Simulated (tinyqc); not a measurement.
## MOSFET in saturation, small-signal circuit and noise: effect of the inversion coefficient on speed and noise

Bias by the inversion coefficient IC = I/Ispec (charge-based model with velocity saturation; weak inversion below 0.1, strong above 10). Common-source circuit: gm, gds, Cgs, Cgd and Cj at the inner nodes, Rg in series with the gate; quasi-static, no source or drain resistance, no gate-body capacitance, no substrate network, no induced gate noise, so fmax is an upper estimate.

Ispec = 2 n mu Cox (W/L) Vt^2, lc = Ls/L, gms = [sqrt((lc IC + 1)^2 + 4 IC) - 1]/[2 + lc (lc IC + 1)], gm = gms Ispec/(n Vt), gds = sg gm. qs = [sqrt(1 + 4 IC) - 1]/2, Cgs = Cox W L qs (2 qs + 3)/(3 (qs + 1)^2) + Cov W, Cgd = Cov W, Cd = Cj W, Rg = Rsh (Wf/L)/(12 Nf) + Rc/W with Nf = W/Wf fingers (not rounded) contacted at both ends. fT = gm/(2 pi (Cgs + Cgd)), fmax = fT/(2 sqrt(Rg (gds + 2 pi fT Cgd))). Channel noise Sid = 4 kB T gam n gm with gam = (1/2 + (2/3) qs)/(1 + qs) + gw lc IC, qs = [sqrt(1 + 4 IC) - 1]/2, lc = Ls/L (the last term an empirical rise with velocity saturation); at the gate, white noise Sw = Sid/gm^2 + 4 kB T Rg. Number fluctuation with correlated mobility: S(f) = K/f, K = q^2 Vt lt Nt/(W L Cox^2) (1 + ac mu Cox I/gm)^2, Vt in eV with Nt per eV. Corner fc = K/Sw. IC is held fixed.

Values chosen for this exercise:
- T = 273 K (temperature)
- L = 65 nm (gate length)
- W = 5 um (total gate width)
- Cox = 1.85 uF/cm^2 (gate capacitance)
- mu = 300 cm^2/(V s) (mobility)
- n = 1.23 (slope factor)
- Ls = 20 nm (velocity-saturation length)
- sg = 0.086 (ratio gds/gm)
- Cov = 0.45 fF/um (overlap and fringe capacitance per side)
- Cj = 0.42 fF/um (drain junction capacitance)
- Rsh = 15 ohm (sheet resistance of the gate)
- Wf = 0.5 um (finger width)
- Rc = 200 ohm um (gate contact and vertical resistance)
- gw = 0.04 (short-channel excess of the noise factor)
- Nt = 7.4e17 cm^-3 eV^-1 (oxide trap density)
- lt = 0.1 nm (tunnelling length into the oxide)
- ac = 0 V s/C (Coulomb scattering coefficient)

Constants: q = 1.602176634e-19 C, kB = 1.380649e-23 J/K, Vt = kB T/q. Results are converted to the units shown.

The same in every row: Rg (ohm) = 40.96.

Result of one run:

| IC | I (uA) | fT (GHz) | fmax (GHz) | sqrt(Sw) (nV/Hz^0.5) | fc (MHz) |
|---|---|---|---|---|---|
| 0.1 | 5.812 | 5.787 | 45.81 | 7.299 | 7.542 |

What becomes of these results when the inversion coefficient IC is changed from 0.1 to 10, all else the same?

Result of the changed run:

| IC | I (uA) | fT (GHz) | fmax (GHz) | sqrt(Sw) (nV/Hz^0.5) | fc (MHz) |
|---|---|---|---|---|---|
| 10 | 581.2 | 81.96 | 165.0 | 2.012 | 99.28 |

The whole series:

| IC | I (uA) | fT (GHz) | fmax (GHz) | sqrt(Sw) (nV/Hz^0.5) | fc (MHz) |
|---|---|---|---|---|---|
| 0.03 | 1.744 | 1.986 | 26.98 | 12.70 | 2.490 |
| 0.1 | 5.812 | 5.787 | 45.81 | 7.299 | 7.542 |
| 0.3 | 17.44 | 13.38 | 68.99 | 4.664 | 18.47 |
| 1 | 58.12 | 28.43 | 99.15 | 3.132 | 40.95 |
| 3 | 174.4 | 50.33 | 130.4 | 2.391 | 70.28 |
| 10 | 581.2 | 81.96 | 165.0 | 2.012 | 99.28 |
| 30 | 1744 | 107.0 | 187.8 | 2.011 | 99.38 |

As IC goes from 0.03 to 30, fT rises from 1.99 to 107 GHz, fmax rises from 27.0 to 188 GHz, the white noise falls from 12.7 to 2.01 nV/Hz^0.5 and the corner rises from 2.49 to 99.4 MHz. For IC = 0.03 to 0.3 fmax exceeds 4 fT, where channel resistance and substrate losses, left out here, would cap it.

tinyqc, about 0.01 s, one thread, Intel Xeon 2.30GHz (shared host): `OMP_NUM_THREADS=1 python tinyqc.py 2150008 2150009 out.jsonl`
